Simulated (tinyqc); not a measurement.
Wafer and channel orientation: ellipsoidal valleys in the axes of a wafer and a channel.

Valleys with axes a along x, y and z, two valleys each; inverse mass tensor w = 1/mt + (1/ml - 1/mt) a a. Device axes: z = nz/|nz|, x = nx/|nx|, y = z cross x; in them a = (ax, ay, az). Confinement mass mz = 1/w_zz. In the plane w_ij is replaced by u_ij = w_ij - w_iz w_jz/w_zz (i, j = x, y); density-of-states mass md = 1/sqrt(det u); conductivity mass along x mc = 1/u_xx; ballistic transport mass mx = u_yy/det u, width mass my = 1/u_yy.

Hard walls: E_n = c (n pi/t)^2/mz, c = hbar^2/2m0, n = 1, 2, 3. Non-degenerate share of a valley proportional to md sum_n exp(-E_n/kT); mean 1/mc = sum of share/mc. 1 nm = 10 angstrom.

Constants: hbar^2/2m0 = 3.80998211 eV angstrom^2; kB = 8.617333262e-05 eV/K.

Values chosen for the exercise (near those of the Delta valleys of Si; the results hold for these values, not for the real material):
```
symbol  value  unit  meaning
ml      0.915  m0    longitudinal mass
mt      0.188  m0    transverse mass
t       8.8    nm    thickness of the film
T       400    K     temperature
```

For each face/channel: the lowest ladder (mz, number of valleys, md, E1, share) and the mean conductivity mass over all valleys.

Results:
```
face/channel     mz  valleys     md  E1 (meV)  share  mean mc
(111)/[11-2]  0.256        6  0.356      19.0  1.000   0.2939
(001)/[110]   0.915        2  0.188       5.3  0.416   0.2448
(100)/[011]   0.915        2  0.188       5.3  0.416   0.2448
(110)/[1-11]  0.312        4  0.322      15.6  0.708   0.3074
(001)/[100]   0.915        2  0.188       5.3  0.416   0.2448
(210)/[001]   0.516        2  0.250       9.4  0.396   0.2444
(111)/[1-10]  0.256        6  0.356      19.0  1.000   0.2939
```

The mean conductivity mass is lowest, 0.2444, for (210)/[001] and highest, 0.3074, for (110)/[1-11]; the bulk value is 0.2557. The confinement energy is lowest on the face with the heaviest mz ((001), 5 meV). The density of states of the lowest ladder, valleys times md, runs between 0.376 and 2.134; a small value limits the charge through the quantum capacitance.

Run: tinyqc, `OMP_NUM_THREADS=1 python tinyqc.py 1850815 1850816 out.jsonl`; Intel(R) Xeon(R) Processor @ 2.30GHz, one thread, shared host; about 0.01 s of CPU time with all checks.
